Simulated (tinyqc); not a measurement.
Tamm state at the end of a one-band chain: sweeps and comparisons. A value that a table varies takes the place of the one given here.

A half-infinite chain with site energy 0 and hopping -t, band E = -2t cos(ka); the end site has energy D. The surface Green function of the unperturbed half chain is g = (E -/+ sqrt(E^2 - 4t^2))/(2t^2), the root with |t g| <= 1 and Im g <= 0, and with the shift G = g/(1 - D g).

Values chosen for the exercise: t = 2.35 eV (hopping); a = 3.4 angstrom (spacing); D = -4.55 eV (shift of the end site); E = -2.62 eV (energy in the band).

## Threshold for a surface state

For |D| > t: E = D + t^2/D, weight on the end site 1 - t^2/D^2, decay length of the amplitude a/ln|D/t|; a dash: no bound state. The last column is the surface density -Im G/pi at E = 0.

Against D:

| D/t | D (eV) | E (eV) | end weight | decay length (angstrom) | density at E = 0 (1/eV) |
|---|---|---|---|---|---|
| -3.00 | -7.050 | -7.8333 | 0.8889 | 3.09 | 0.0135 |
| -2.00 | -4.700 | -5.8750 | 0.7500 | 4.91 | 0.0271 |
| -1.40 | -3.290 | -4.9686 | 0.4898 | 10.10 | 0.0458 |
| -1.10 | -2.585 | -4.7214 | 0.1736 | 35.67 | 0.0613 |
| -0.80 | -1.880 | - | - | - | 0.0826 |
| 0.50 | 1.175 | - | - | - | 0.1084 |
| 0.95 | 2.232 | - | - | - | 0.0712 |
| 1.05 | 2.467 | 4.7056 | 0.0930 | 69.69 | 0.0644 |
| 1.30 | 3.055 | 4.8627 | 0.4083 | 12.96 | 0.0504 |
| 2.50 | 5.875 | 6.8150 | 0.8400 | 3.71 | 0.0187 |

A state splits off only for |D| > t = 2.35 eV, although in the middle of an endless chain any shift binds one. Just past the threshold, at D/t = 1.05, it lies 5.6 meV outside the band and spreads over 69.7 angstrom; at D/t = -3 it holds 89 % of the end site, and the density left at the band centre has fallen to 0.10 of the clean value.

## What each parameter does

E = D + t^2/D, weight 1 - (t/D)^2, decay length -a/ln|t/D|, surface density -Im G/pi at E. Each row changes one parameter from the base and keeps the others.

Results:

| case | bound level (eV) | weight | decay (angstrom) | density (1/eV) |
|---|---|---|---|---|
| base | -5.7637 | 0.7332 | 5.146 | 0.0434 |
| t = 2.4675 eV | -5.8881 | 0.7059 | 5.556 | 0.0448 |
| D = -5.46 eV | -6.4714 | 0.8148 | 4.033 | 0.0295 |
| a = 3.74 angstrom | -5.7637 | 0.7332 | 5.661 | 0.0434 |
| E = -1.31 eV | -5.7637 | 0.7332 | 5.146 | 0.0355 |

The largest shifts from the base row, up to three for each result and ties (the steps differ in size, so this ranks the rows, not the parameters). bound level (eV): D -0.7077, t -0.1244; unchanged at the printed digits by a and E. weight: D +0.0815, t -0.0273; unchanged at the printed digits by a and E. decay (angstrom): D -1.113, a +0.515, t +0.410; unchanged at the printed digits by E. density (1/eV): D -0.0139, E -0.0080, t +0.0013; unchanged at the printed digits by a.

tinyqc: `OMP_NUM_THREADS=1 python tinyqc.py 1451115 1451116 out.jsonl`; about 0.01 s, one thread, shared Intel(R) Xeon(R) Processor @ 2.30GHz.
